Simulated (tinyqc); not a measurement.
X-ray photoelectron analysis of a thin oxide on a semiconductor: attenuation lengths, thickness, angle series and band offsets: one step, computed by the program tinyqc.

The same element is seen in the oxide and in the substrate, at nearly the same kinetic energy; films are flat and uniform, and the work function is ignored.

Problem. Inelastic mean free paths. TPP-2M: lambda = E/(E_p^2 [b ln(c E) - C/E + D/E^2]) in angstrom, E_p = 28.8 sqrt(N_v rho/M), b = -0.10 + 0.944/sqrt(E_p^2 + E_g^2) + 0.069 rho^0.1, c = 0.191/sqrt(rho), U = N_v rho/M, C = 1.97 - 0.91 U, D = 53.4 - 20.8 U, with E = photon energy less binding energy in eV. Attenuation length L = factor x lambda.

Inputs (values chosen for the exercise, modelled on SiO2 on 4H-SiC):
```
quantity,value,unit
photon energy,2000,eV
binding energy of the core level,100.5,eV
oxide density,2.2,g/cm^3
oxide formula mass,60.08,g/mol
valence electrons per oxide formula,16,-
oxide gap,9.04,eV
substrate density,3.21,g/cm^3
substrate formula mass,40.1,g/mol
valence electrons per substrate formula,8,-
substrate gap,3.26,eV
attenuation length over inelastic mean free path,0.9,-
```

Give: kinetic energy E; the table «Terms» with the columns E_p (eV), b, c, lambda (nm), for layer = oxide, substrate; L in the oxide; L in the substrate.

Solution.

kinetic energy E = 1899.5 eV

Terms:
```
layer,E_p (eV),b,c,lambda (nm)
oxide,22.04,0.01428,0.1288,5.024
substrate,23.05,0.01809,0.1066,3.750
```

L in the oxide = 4.522 nm

L in the substrate = 3.375 nm
